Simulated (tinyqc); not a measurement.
Oxide trap near a transistor channel: two-state multiphonon kinetics, telegraph noise and bias instability: one step, computed by the program tinyqc.

An n-channel device under positive gate bias. The trap is empty (state 1) or holds an electron (state 2); both states are parabolas of equal curvature, and the electron reservoir is taken at the Fermi level of the channel.

Question. Step height and noise. Charge-sheet step dV = e (t_ox - x)/(eps_ox eps_0 W L); Lorentzian spectrum S(f) = 4 dV^2 tau_0^2/((tau_c + tau_e)(1 + (2 pi f tau_0)^2)); corner 1/(2 pi tau_0); variance dV^2 f_2 (1 - f_2) = dV^2 tau_0/(tau_c + tau_e).

Inputs (values chosen for the exercise, with an insulator like SiO2 on silicon):
```
quantity                         value  unit
insulator constant eps_ox         3.77     -
insulator thickness t_ox           7.3    nm
trap depth x from the interface    1.5    nm
temperature T                      450     K
channel width W                    130    nm
channel length L                    42    nm
frequency f                       4000    Hz
```

Parts treated: one trap and an ensemble.

tau_0 = 3.159354 s

capture time tau_c = 5.305235 s

emission time tau_e = 7.810831 s

Constants: e = 1.602176634e-19 C; eps_0 = 8.8541878128e-12 F/m.

Give: threshold step dV; corner frequency; S(f); root-mean-square noise.

Answer.

threshold step dV = 5.099 mV

corner frequency = 0.05038 Hz

S(f) = 1.255e-14 V^2/Hz

root-mean-square noise = 2.502 mV

f lies above the corner, on the 1/f^2 tail. Random dopants and current percolation, left out here, spread real steps around this value.
